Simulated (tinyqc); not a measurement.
Avalanche multiplication and breakdown of a junction from ionisation integrals: one step, computed by the program tinyqc.

Ionisation coefficients follow the local field. Position x runs through the depletion layer from the p side (x = 0), where electrons enter, to the n side (x = w), where holes enter. The built-in voltage is neglected.

Task: Multiplication and noise. M_n = 1/(1 - I_n), M_p = M_n exp(-Phi(w)); McIntyre excess noise for the carrier with the larger M, F_x = k M + (1 - k)(2 - 1/M), with k = (smaller M - 1)/(larger M - 1).

Junction: linearly graded.

Every 50th point:
```
x (micrometre)  F (MV/cm)  alpha_n (1/cm)  alpha_p (1/cm)            Phi   I_n up to x
0.000000        0.0000000               0               0              0             0
0.991947        0.0623170    1.750568e-04    5.998365e-03  -2.920916e-08  7.496883e-10
1.983894        0.1068292    6.340778e+00    4.083634e+01  -6.832933e-04  1.061928e-04
2.975841        0.1335365    1.198539e+02    4.833822e+02  -1.761610e-02  4.994167e-03
3.967788        0.1424389    2.499078e+02    8.966060e+02  -7.158517e-02  2.588762e-02
4.959735        0.1335365    1.198539e+02    4.833822e+02  -1.255542e-01  4.791143e-02
5.951682        0.1068292    6.340778e+00    4.083634e+01  -1.424871e-01  5.344304e-02
6.943629        0.0623170    1.750568e-04    5.998365e-03  -1.431703e-01  5.356549e-02
7.935576        0.0000000               0               0  -1.431703e-01  5.356549e-02
```

Give: M_n; M_p; effective k; excess noise factor.

Result:

M_n = 1.057

M_p = 1.219

effective k = 0.2582

excess noise factor = 1.190

Injecting holes gives the larger gain and, at equal gain, the lower noise.
